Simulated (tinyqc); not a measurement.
Convergence with the mesh: density of states of one tight-binding band on the simple cubic lattice.

E(k) = -2 t (c1 + c2 + c3) - 4 t2 (c1 c2 + c2 c3 + c3 c1) with ci = cos(2 pi ki); k in fractions of the reciprocal vectors, mesh k_i = j/N with j = 0 .. N-1. Densities are per cell and per spin, so the band holds one state.

Each cube of the mesh, corners numbered 0 to 7 as the binary number (i j l), is cut into six tetrahedra around the diagonal 0-7: 0137, 0157, 0237, 0267, 0457, 0467. For corner energies e1 <= e2 <= e3 <= e4 and eij = ei - ej, the share of the tetrahedron below E is n = (E - e1)^3/(e21 e31 e41) for e1 < E < e2; n = [e21^2 + 3 e21 x + 3 x^2 - (e31 + e42) x^3/(e32 e42)]/(e31 e41) with x = E - e2 for e2 < E < e3; n = 1 - (e4 - E)^3/(e41 e42 e43) for e3 < E < e4; its density of states is g = dn/dE.

Gaussian broadening: g(E) = mean over the mesh of exp(-(E - E_k)^2/(2 sigma^2))/(sigma sqrt(2 pi)), n(E) = mean of erfc((E_k - E)/(sigma sqrt 2))/2.

Inputs chosen for the exercise:
- t = 2.15 eV (nearest hopping)
- t2 = 0.38 eV (second hopping)
- E = -6.59 eV (energy at which the density is wanted)
- sigma = 0.645 eV (Gaussian width)

At the energy E; the plain count is the share of mesh points below E; the reference is the linear method with N = 36.

Results:

| N | points | g linear | n linear | g Gaussian | n Gaussian | n plain count |
|---|---|---|---|---|---|---|
| 4 | 64 | 0.0276 | 0.0892 | 0.0002 | 0.1094 | 0.1094 |
| 6 | 216 | 0.0245 | 0.1136 | 0.0237 | 0.1343 | 0.1250 |
| 8 | 512 | 0.0256 | 0.1213 | 0.0277 | 0.1418 | 0.1582 |
| 12 | 1728 | 0.0248 | 0.1260 | 0.0302 | 0.1308 | 0.1175 |
| 16 | 4096 | 0.0249 | 0.1278 | 0.0265 | 0.1304 | 0.1257 |
| 20 | 8000 | 0.0249 | 0.1287 | 0.0241 | 0.1310 | 0.1306 |

reference n and g: 0.1296  0.0248

The linear n(E) stays within 0.002 of the reference from N = 16 on. The Gaussian g still moves by more than 1 % between the last two meshes. At the last mesh it lies -0.001 1/eV from the reference g and the linear g 0.000. The plain count errs by +0.0010 at the last mesh.

tinyqc: `OMP_NUM_THREADS=1 python tinyqc.py 1652799 1652800 out.jsonl`; about 0.3 s, one thread, shared Intel(R) Xeon(R) Processor @ 2.30GHz.
